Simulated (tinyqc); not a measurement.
Schottky barrier on an n-type semiconductor with a surface-enhanced doping, non-linear Poisson equation by Newton steps: two steps of the calculation.

One dimension, metal at x = 0, donor density C(x) = Nd + N0 exp(-x/Ls). Energies are counted from the electron Fermi level of the semiconductor and the conduction-band edge is Ec = -psi, so n = Nc exp(psi/Vt); holes follow the Fermi level of the metal, at -V, so p = Nv exp((V - psi - Eg)/Vt). Ends: psi(0) = V - phiB and psi = Vt ln(Nd/Nc) deep inside. Boltzmann statistics, full ionisation, no current, no image force in the Poisson equation.

Parameters, values chosen for the exercise; band and dielectric values those of a made-up semiconductor: temperature T = 300 K; band gap Eg = 1.88 eV; relative permittivity eps_r = 8.05; conduction-band density of states at T Nc = 9.35e17 cm^-3; valence-band density of states at T Nv = 1.35e19 cm^-3; bias of the metal against the semiconductor V = 0 V.

Constants: q = 1.602176634e-19 C, kB = 1.380649e-23 J/K, Vt = kB T/q, eps0 = 8.8541878128e-14 F/cm where lengths are in cm. Results are converted to the units shown.

Problem 1. Newton step. Solve the tridiagonal system a_(i-1) d_(i-1) + b_i d_i + a_i d_(i+1) = -F_i for nodes 1 to 13, with d = 0 on fixed nodes. If the largest |d| exceeds 4 Vt, the whole step is scaled down so that it equals 4 Vt.

```
interval,coupling a_i (F/cm^2)
0,5.0911580e-7
1,4.5111527e-7
2,3.9597895e-7
3,3.5285253e-7
4,3.0989657e-7
5,2.7413928e-7
6,2.4578004e-7
7,2.1598852e-7
8,1.8756898e-7
9,1.6575863e-7
10,1.4849211e-7
11,1.3199298e-7
12,1.1496163e-7
13,1.0329886e-7
```

```
node,diagonal b (F/cm^2),residual F (C/cm^2)
1,-9.6023106e-7,2.0119371e-7
2,-8.4709433e-7,1.3707705e-7
3,-7.5456110e-7,8.6553480e-8
4,-2.1823354e-6,2.8390507e-8
5,-3.4941625e-6,1.3629777e-8
6,-3.3505410e-6,1.3340316e-8
7,-3.5711072e-6,5.9176968e-9
8,-3.9369611e-6,2.3386763e-9
9,-4.3737006e-6,7.8328592e-10
10,-4.8272631e-6,2.1983358e-10
11,-5.3379370e-6,5.2384600e-11
12,-5.9982899e-6,1.0436383e-11
13,-6.7132453e-6,1.5950512e-12
```

```
node,psi after iteration 1 (V)
0,-1.3200000
1,-0.8549228
2,-0.4740492
3,-0.1956001
4,-0.0545117
5,-0.0409710
6,-0.0446733
7,-0.0453426
8,-0.0455415
9,-0.0456101
10,-0.0456313
11,-0.0456369
12,-0.0456381
13,-0.0456384
14,-0.0456384
```

Find: Newton step d, before damping; psi after iteration 2.

Solution 1.

```
node,"Newton step d, before damping (V)"
1,0.53433
2,0.69137
3,0.52411
4,0.09962
5,0.01314
6,0.00521
7,0.00206
8,0.00072
9,0.00021
10,0.00005
11,0.00001
12,0.00000
13,0.00000
```

```
node,psi after iteration 2 (V)
0,-1.3200
1,-0.7750
2,-0.3706
3,-0.1172
4,-0.0396
5,-0.0390
6,-0.0439
7,-0.0450
8,-0.0454
9,-0.0456
10,-0.0456
11,-0.0456
12,-0.0456
13,-0.0456
14,-0.0456
```

Problem 2. Converged densities, field and barrier lowering. n and p as above; E_i = -(psi_(i+1) - psi_i)/h_i; at the metal |E_0| = |E on interval 0| + q rho_0 (h_0/2)/(eps0 eps_r), rho_0 = p_0 - n_0 + C_0; image-force lowering dphi = sqrt(q |E_0|/(4 pi eps0 eps_r)).

```
node,x (nm),converged psi (V),donor density C (cm^-3)
0,0,-1.3200000,1.66e18
1,14,-0.4473179,1.1149008e18
2,29.8,-0.0524248,7.3359872e17
3,47.8,-0.0200294,4.8094986e17
4,68,-0.0271196,3.2728049e17
5,91,-0.0349383,2.3965753e17
6,117,-0.0403758,1.9443339e17
7,146,-0.0434116,1.7351152e17
8,179,-0.0448401,1.6466005e17
9,217,-0.0453997,1.6136782e17
10,260,-0.0455783,1.6034168e17
11,308,-0.0456256,1.6007264e17
12,362,-0.0456362,1.6001272e17
13,424,-0.0456381,1.6000172e17
14,493,-0.0456384,1.6000019e17
```

Give: n; p; field E; |E_0| at the metal; image-force lowering.

Solution 2.

```
node,n (cm^-3),p (cm^-3)
0,6.249e-5,5.281e9
1,2.859e10,1.154e-5
2,1.231e17,2.682e-12
3,4.309e17,7.660e-13
4,3.275e17,1.008e-12
5,2.420e17,1.364e-12
6,1.961e17,1.683e-12
7,1.744e17,1.892e-12
8,1.650e17,2.000e-12
9,1.615e17,2.044e-12
10,1.604e17,2.058e-12
11,1.601e17,2.062e-12
12,1.600e17,2.062e-12
13,1.600e17,2.063e-12
14,1.600e17,2.063e-12
```

```
interval,field E (kV/cm)
0,-623.3
1,-249.9
2,-18.0
3,3.5
4,3.4
5,2.1
6,1.0
7,0.4
8,0.1
9,0.0
10,0.0
11,0.0
12,0.0
13,0.0
```

|E_0| at the metal = 884.5 kV/cm
image-force lowering = 125.8 mV

Program tinyqc, `OMP_NUM_THREADS=1 python tinyqc.py 2020065 2020066 out.jsonl`; Intel Xeon 2.30GHz, shared host, one thread, about 0.1 s.
